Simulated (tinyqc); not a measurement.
# Current of a Schottky diode by thermionic-emission-diffusion theory, and its read-back from I-V-T and C-V data, step by step

A worked calculation. Computed by tinyqc, a small Python program that keeps every step. Command: `OMP_NUM_THREADS=1 python tinyqc.py 3016565 3016566 out.jsonl schottky walk`. One thread of a shared host (Intel(R) Xeon(R) Processor @ 2.30GHz), about 0.01 s of CPU time with the checks. Intermediate numbers are printed to about 7 digits and carried at full precision; extremes and crossings named in words are read from the listed rows.

Full ionisation, no tunnelling, no recombination current. V is the voltage across the junction itself, forward positive.

Inputs (values chosen for the exercise, modelled on n-type GaAs):

| quantity | value | unit |
|---|---|---|
| Richardson constant A* | 8.19 | A/(cm^2 K^2) |
| effective density of states at 300 K, N_c | 4.6e+17 | 1/cm^3 |
| permittivity eps | 12.9 | - |
| mobility mu | 7200 | cm^2/(V s) |
| barrier without image force phi_0 | 0.77 | eV |
| doping N | 3.2e+15 | 1/cm^3 |
| series resistance R_s | 3.4 | milliohm cm^2 |
| junction voltage V | 0.44 | V |
| temperature T | 300 | K |

Barrier: uniform.

Constants: k_B = 8.617333262e-05 eV/K; e = 1.602176634e-19 C; eps_0 = 8.8541878128e-12 F/m.

## Barrier at the given bias

N_c(T) = N_c (T/300 K)^(3/2); V_bi = phi_0 - (k_B T/e) ln(N_c(T)/N); surface field F = sqrt(2 e N (V_bi - V - k_B T/e)/(eps eps_0)); image lowering d_phi = sqrt(e F/(4 pi eps eps_0)); effective barrier phi = phi_0 - d_phi.

built-in voltage V_bi = 0.6415653 V

surface field F = 12.55967 kV/cm

image lowering = 11.84050 meV

effective barrier phi = 0.7581595 eV

## Current

Collection velocity v_R = A* T^2/(e N_c(T)); diffusion velocity v_D = mu F; J = e N_c(T) v_R/(1 + v_R/v_D) exp(-phi/k_B T) [exp(e V/k_B T) - 1]. Terminal voltage V + J R_s.

v_R = 1.000134e+07 cm/s

v_D = 9.042964e+07 cm/s

current density J = 3.000027 A/cm^2

terminal voltage = 0.4502001 V

v_D/v_R = 9.04: emission over the barrier limits the current.

## Read-back from the I-V curve

Ideality n = (e/k_B T)/(d ln J/dV) by a central difference of +/- 1 mV; J_0 = J exp(-e V/(n k_B T)); apparent barrier phi_IV = k_B T ln(A* T^2/J_0); a C-V plot gives phi_CV = phi_0, the mean without lowering.

ideality factor n = 1.024771

extrapolated J_0 = 1.837063e-07 A/cm^2

apparent barrier phi_IV = 0.7502355 eV

phi_CV - phi_IV = 19.76446 meV

n exceeds 1 because forward bias lowers the field, which weakens the image lowering.

## Temperature series and Richardson plot

A least-squares line of ln(J_0/T^2) against 1/(k_B T) gives a barrier (minus the slope) and a Richardson constant (exp of the intercept).

At the same junction voltage:

| T (K) | 1/k_B T (1/eV) | n | J_0 (A/cm^2) | phi_IV (eV) | ln(J_0/T^2) |
|---|---|---|---|---|---|
| 200 | 58.02259 | 1.016308 | 3.796567e-14 | 0.7514598 | -41.49873 |
| 250 | 46.41807 | 1.019679 | 3.698340e-10 | 0.7510825 | -32.76089 |
| 300 | 38.68173 | 1.024771 | 1.837063e-07 | 0.7502355 | -26.91749 |
| 350 | 33.15577 | 1.033044 | 1.676913e-05 | 0.7484294 | -22.71184 |
| 400 | 29.01130 | 1.048190 | 5.471121e-04 | 0.7444238 | -19.49379 |
| 450 | 25.78782 | 1.082611 | 9.941579e-03 | 0.7341621 | -16.82952 |

barrier from the Richardson plot = 0.7625191 eV

Richardson constant from the plot = 14.36453 A/(cm^2 K^2)

From 200 to 450 K n goes from 1.016 to 1.083 and phi_IV from 0.751 to 0.734 eV. The plot returns 0.763 eV against phi_0 = 0.77 and a constant 1.75 times the true A*.

## Forward curve with series resistance

Terminal voltage V + J R_s; apparent ideality from neighbouring rows, (e/k_B T) dV_terminal/d ln J.

Forward curve; the last column belongs to the interval up to the next row:

| V (V) | J (A/cm^2) | terminal voltage (V) | apparent n |
|---|---|---|---|
| 0.147 | 4.225337e-05 | 0.147000 | 1.00915 |
| 0.205 | 3.903045e-04 | 0.205001 | 1.01196 |
| 0.262 | 3.449981e-03 | 0.262012 | 1.01544 |
| 0.319 | 3.036212e-02 | 0.319103 | 1.03122 |
| 0.377 | 2.759273e-01 | 0.377938 | 1.14978 |
| 0.434 | 2.391812e+00 | 0.442132 | 2.13351 |
| 0.491 | 2.039560e+01 | 0.560345 | 10.45398 |
| 0.549 | 1.735139e+02 | 1.138947 | - |

The resistance takes over where J R_s exceeds k_B T/e, at J = 7.60 A/cm^2; the apparent ideality climbs from 1.01 to 10.5, so barrier and n must be read below that current.

Checks made by the program: v_D = mu F against the drift-diffusion integral over the parabolic barrier, a ratio 2 y Dawson(y) with y^2 = (V_bi - V)/(k_B T/e) - 1 (relative difference 1e-01).
